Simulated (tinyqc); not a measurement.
Nanowire ballistic transistor, top-of-the-barrier model: one step of the calculation.

At the top of the source barrier, states moving towards the drain are filled by the source (Fermi level 0) and states moving back by the drain (Fermi level -q Vd); nothing scatters. U is the shift of the band edge there, set by the capacitances CG, CD and CS (the total) and by the charge. Parabolic one-dimensional subbands; the source is grounded.

Task. Self-consistent potential at the barrier top. eta1 = -(E0 + U)/Vt, eta2 = eta1 - Vd/Vt, n = (N0/2)[F_(-1/2)(eta1) + F_(-1/2)(eta2)], F_(-1/2)(x) = (1/sqrt(pi)) int_0^infinity u^(-1/2)/(1 + exp(u - x)) du. Each F is summed over the two subbands, F(eta) + F(eta - dE/Vt), which share the mass. U(out) = UL + q (n - n0)/CS. U(new) = U + 0.2 (U(out) - U).

Values chosen for this exercise; mass and valleys made up: temperature T = 150 K; offset of a second subband (0: none) dE = 0.08 eV; band edge at the barrier top above the source Fermi level at zero bias E0 = 0.21 eV; drain voltage Vd = 0.7 V.

Constants: q = 1.602176634e-19 C, kB = 1.380649e-23 J/K, Vt = kB T/q. Results are converted to the units shown.

U after iteration 1 = -0.34499681 eV
N0 = 1.0524093e7 cm^-1
CS = 7.4720356 pF/cm
n0 = 0.92765252 cm^-1
UL = -0.6151 eV

Give: eta1; eta2; n; U(out); U after iteration 2.

Result.

eta1 = 10.444
eta2 = -43.711
n = 3.1019e7 cm^-1
U(out) = 0.050026 eV
U after iteration 2 = -0.26599 eV

Computed by the program tinyqc: `OMP_NUM_THREADS=1 python tinyqc.py 2400013 2400014 out.jsonl`, one thread of a shared Intel Xeon 2.30GHz, about 0.08 s for the whole run.
